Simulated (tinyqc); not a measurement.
Comparisons within one model: heavy doping: gap narrowing, degeneracy and the minority density. A value that a table varies takes the place of the one given here.

F_j(eta) = (1/Gamma(j + 1)) integral_0^infinity x^j dx/(1 + exp(x - eta)), which tends to exp(eta) for eta << 0.

Empirical narrowing (Slotboom form, constants chosen for the exercise; published fits of this form give the apparent narrowing, here it is taken as the true one): dEg = E0 [ln(N/N0) + sqrt(ln(N/N0)^2 + C)].

Majority: N = Nc F_1/2(eta), eta the distance of EF beyond the majority band edge in kT. Degeneracy factor gam = F_1/2(eta)/exp(eta). ni0^2 = Nc Nv exp(-Eg/kT); product n p = ni0^2 gam exp(dEg/kT), dEg the true narrowing; apparent narrowing dEa = dEg + kT ln gam; minority density = n p/N.

Bipolar transistor with N as emitter doping: beta = K (N/NB) exp((dEa_B + dG - dEa_E)/kT), dEa_E = dEg(N) + kT ln gam, dEa_B = dEg(NB). For the sweep in T, Nc is scaled as (T/T0)^(3/2) from its value at T0 = T.

Constants: kB = 8.617333262e-05 eV/K.

Values chosen for the exercise (gap and densities of states near those of Si at this temperature; narrowing constants near the fits for Si; not measured data): Eg = 1.127 eV (gap); Nc = 2.72e+19 1/cm^3 (conduction-band density of states); Nv = 1.13e+19 1/cm^3 (valence-band density of states); T = 300 K; E0 = 7.3 meV (narrowing scale); N0 = 8.8e+16 1/cm^3 (onset density); C = 0.5 (smoothing constant); N = 1.6e+19 1/cm^3 (ionised donors, equal to the majority density); NB = 1e+18 1/cm^3 (base doping); K = 4.2 (ratio (D_B W_E)/(D_E W_B)); dG = 80 meV (extra narrowing of the base by alloying).

## Narrowing against degeneracy

N takes the values listed; the last column is N over the factor gam exp(dEg/kT), the doping that a simple model would need to give the same minority density.

Results:

| N (1/cm^3) | eta | gam | dEg (meV) | dEa (meV) | minority (1/cm^3) | effective doping (1/cm^3) |
|---|---|---|---|---|---|---|
| 8.0e+16 | -5.83 | 0.999 | 4.5 | 4.5 | 534 | 6.73e+16 |
| 3.0e+17 | -4.50 | 0.996 | 19.3 | 19.2 | 251 | 1.43e+17 |
| 8.0e+17 | -3.52 | 0.990 | 33.0 | 32.8 | 159 | 2.25e+17 |
| 3.0e+18 | -2.17 | 0.962 | 52.0 | 51.0 | 86.1 | 4.17e+17 |
| 8.0e+18 | -1.12 | 0.902 | 66.2 | 63.6 | 52.4 | 6.84e+17 |
| 3.0e+19 | 0.48 | 0.681 | 85.5 | 75.5 | 22.2 | 1.62e+18 |
| 8.0e+19 | 2.08 | 0.368 | 99.7 | 73.9 | 7.81 | 4.59e+18 |
| 2.0e+20 | 4.38 | 0.0925 | 113.1 | 51.5 | 1.32 | 2.72e+19 |
| 5.0e+20 | 8.32 | 0.00447 | 126.4 | -13.4 | 0.0427 | 8.40e+20 |

dEg grows steadily to 126.4 meV, while the apparent value peaks at 75.5 meV for N = 3e+19 and falls to -13.4 meV as the Fermi level enters the band (a negative value is not met in measurements: parabolic bands with a fixed mass overstate the filling). N grows by a factor 38 from the third to the sixth row and the effective doping by 7.2: net of degeneracy, narrowing takes away 81 % of the factor gained by heavier doping.

## Current gain against temperature

Gain:

| T (K) | beta | beta with dG = 0 | without narrowing |
|---|---|---|---|
| 150 | 2.62e+03 | 5.37 | 67.2 |
| 200 | 992 | 9.56 | 67.2 |
| 250 | 561 | 13.7 | 67.2 |
| 300 | 387 | 17.5 | 67.2 |
| 350 | 297 | 21.0 | 67.2 |
| 400 | 245 | 24.0 | 67.2 |
| 450 | 210 | 26.7 | 67.2 |

dEa_B + dG - dEa_E at T0 = 45.2 meV

beta is 2.62e+03 at 150 K and 210 at 450 K, since the net exponent is positive: the gap is narrower in the base. At 300 K narrowing and degeneracy change the gain by a factor 0.261 and alloying the base by 22.1.

## What moves the minority density and the gain

All results formed anew. Each row changes one parameter from the base and keeps the others.

Results:

| case | dEg (meV) | dEa (meV) | minority (1/cm^3) | beta |
|---|---|---|---|---|
| base | 76.31 | 70.98 | 34.9 | 387 |
| N = 3.2e+19 1/cm^3 | 86.39 | 75.81 | 21.1 | 642 |
| E0 = 8.76 meV | 91.58 | 86.24 | 63.0 | 284 |
| N0 = 1.76e+17 1/cm^3 | 66.25 | 60.91 | 23.7 | 390 |
| Eg = 1.147 eV | 76.31 | 70.98 | 16.1 | 387 |
| Nc = 3.54e+19 1/cm^3 | 76.31 | 72.21 | 47.7 | 369 |
| NB = 2e+18 1/cm^3 | 76.31 | 70.98 | 34.9 | 284 |

The largest shifts from the base row, up to three for each result and ties (the steps differ in size, so this ranks the rows, not the parameters). dEg (meV): E0 +15.26, N +10.08, N0 -10.07; unchanged at the printed digits by Eg, Nc and NB. dEa (meV): E0 +15.26, N0 -10.07, N +4.83; unchanged at the printed digits by Eg and NB. minority (1/cm^3): E0 +28.1, Eg -18.8, N -13.9; unchanged at the printed digits by NB. beta: N +255, E0 -103, NB -102; unchanged at the printed digits by Eg.

Run: tinyqc, `OMP_NUM_THREADS=1 python tinyqc.py 1681975 1681976 out.jsonl`; Intel(R) Xeon(R) Processor @ 2.30GHz, one thread, shared host; about 0.01 s of CPU time with all checks.
